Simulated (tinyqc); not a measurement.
# Probe couplings from its potential

Question. One voltage probe p sits between leads L (mu = 1) and R (mu = 0) without magnetic field: mu_p = T_pL/(T_pL + T_pR), T_eff = T_RL + T_pL T_pR/(T_pL + T_pR). Find T_pL and T_pR.

T_RL = 0.41
mu_p = 0.55263158
T_eff = 0.59789474

Answer. T_eff - T_RL equals T_pL (1 - mu_p) and also T_pR mu_p.

T_pL = 0.420
T_pR = 0.340

tinyqc, about 0.01 s, one thread, Intel Xeon 2.30GHz (shared host): `OMP_NUM_THREADS=1 python tinyqc.py 2700029 2700030 out.jsonl`
